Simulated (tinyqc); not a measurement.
From results back to parameters: Shockley-Read-Hall recombination through one deep level. Three cases, with inputs chosen for the exercise.

Problem. Deep-level transient spectroscopy: the emission rate is en = gam sigma T^2 exp(-dE/kB T), dE = Ec - Et. Two rates were computed from hidden dE and sigma.

Constants: kB = 8.617333262e-05 eV/K.

Case 1.

Values chosen (out of a larger set: gap and densities of states near those of Ge at this temperature; not measured data): gam = 2.1e+21 1/(cm^2 s K^2) (vth Nc/T^2, which does not depend on T); T1 = 122 K; T2 = 138 K.

en(T1) = 24.3184 1/s
en(T2) = 501.111 1/s

Case 2.

Values chosen (out of a larger set: gap and densities of states near those of SiC at this temperature; not measured data): gam = 4e+21 1/(cm^2 s K^2) (vth Nc/T^2, which does not depend on T); T1 = 295 K; T2 = 340 K.

en(T1) = 116.727 1/s
en(T2) = 3732.74 1/s

Case 3.

Values chosen (out of a larger set: gap and densities of states near those of Si at this temperature; not measured data): gam = 4.8e+21 1/(cm^2 s K^2) (vth Nc/T^2, which does not depend on T); T1 = 98 K; T2 = 111 K.

en(T1) = 11.1284 1/s
en(T2) = 235.099 1/s

Find: ln(en/T^2) at T1 and T2; dE; sigma.

Solution. ln(en/T^2) against 1/T is a line of slope -dE/kB and intercept ln(gam sigma); plotting ln en alone would overstate dE by about 2 kB T.

Case 1.

ln(en/T^2) at T1 and T2: -6.4168  -3.6377

dE = 0.252 eV
sigma = 2.0e-14 cm^2

Case 2.

ln(en/T^2) at T1 and T2: -6.6141  -3.4330

dE = 0.611 eV
sigma = 9.2e-15 cm^2

Case 3.

ln(en/T^2) at T1 and T2: -6.7604  -3.9591

dE = 0.202 eV
sigma = 5.9e-15 cm^2

Computed by tinyqc, one run a case: `OMP_NUM_THREADS=1 python tinyqc.py N N+1 out.jsonl` with N = 1680339, 1680344, 1680346; one thread of a shared Intel(R) Xeon(R) Processor @ 2.30GHz, about 0.01 s a run at most.
